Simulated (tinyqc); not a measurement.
# Worked calculation: random telegraph noise from one oxide trap in a small MOSFET

Numbers from tinyqc (`OMP_NUM_THREADS=1 python tinyqc.py 2710121 2710122 out.jsonl`; about 0.01 s on one thread of a shared Intel Xeon 2.30GHz). Printed values are rounded.

An acceptor-like trap exchanges electrons with the channel. Inversion charge Q = Cox u, u = n Vt W0(exp((Vg - VT)/(n Vt))), W0 the Lambert function, n = nf, Cox = eps0 eox/tox; linear regime Id = (W/L) mu Q Vd. Relative to threshold the surface potential rises by Vt ln(u/u0) and the oxide voltage by the rest of Vg - VT, with u0 = n Vt W0(1).

Parameters, values chosen for the exercise; values of the order met in silicon transistors:
```
symbol,value,unit,meaning
T,300,K,temperature
eox,3.9,,relative permittivity of the gate insulator (close to silicon dioxide)
tox,4.9,nm,insulator thickness
xt,2,nm,depth of the trap from the channel interface
E0,0.22,eV,trap level above the channel Fermi level at threshold
s0,7e-16,cm^2,capture prefactor
EB,0.36,eV,capture barrier (lattice relaxation)
lt,0.12,nm,tunnelling decay length
vth,1.2e7,cm/s,thermal velocity
zi,1.6,nm,thickness of the inversion layer
VT,0.38,V,threshold voltage
nf,1.09,,body factor
W,41,nm,gate width
L,170,nm,gate length
mu,130,cm^2/(V s),mobility
asc,1.5e-16,V s,scattering coefficient of the charged trap
Vd,0.05,V,drain voltage
Vg,0.82,V,gate voltage
```

Constants: q = 1.602176634e-19 C, kB = 1.380649e-23 J/K, Vt = kB T/q, eps0 = 8.8541878128e-14 F/cm where lengths are in cm. Results are converted to the units shown.

Range of the model: VT is taken as given; short-channel effects and the uneven flow of current among few electrons are left out.

## Trap level, time constants and occupancy

N = Cox u/q; dpsi = Vt ln(u/u0); E = E0 - dpsi - (xt/tox)(Vg - VT - dpsi); capture time tc = 1/[(N/zi) vth s0 exp(-xt/lt - EB/Vt)]; emission time te = tc exp(-E/Vt); occupancy te/(tc + te).

u = 0.367623 V
N = 1.61700e12 cm^-2
dpsi = 0.0810625 V
E = -0.00756758 eV
tc = 227.565 s
te = 304.955 s
occupancy = 0.572664

The trap lies 0.29 Vt below the Fermi level, so it is filled 57.3 % of the time.

## Step height

A = W L; threshold step dV = q (1 - xt/tox)/(Cox A); gm/Id = 1/(u + n Vt); relative step dI/I = (gm/Id) dV + asc mu/A. Id as defined.

electrons in the channel N A = 112.705
dV = 1.93047 mV
gm/Id = 2.52652 1/V
number part of dI/I = 0.487735 %
dI/I = 0.515713 %
Id = 0.406133 uA
dI = 2.09448 nA

## Lorentzian spectrum

Spectrum S(f) = 4 dI^2/{(tc + te)[(1/tc + 1/te)^2 + (2 pi f)^2]}; corner fc = (1/tc + 1/te)/(2 pi); variance dI^2 tc te/(tc + te)^2. Give S at f = 0, at fc and at 10 fc.

fc = 0.00122128 Hz
S(0) = 5.59613e-16 A^2/Hz
S(fc) = 2.79806e-16 A^2/Hz
S(10 fc) = 5.54072e-18 A^2/Hz
rms current = 1.03612 nA

The rms value is 0.495 of the step; it reaches its largest share, 1/2, when tc = te.
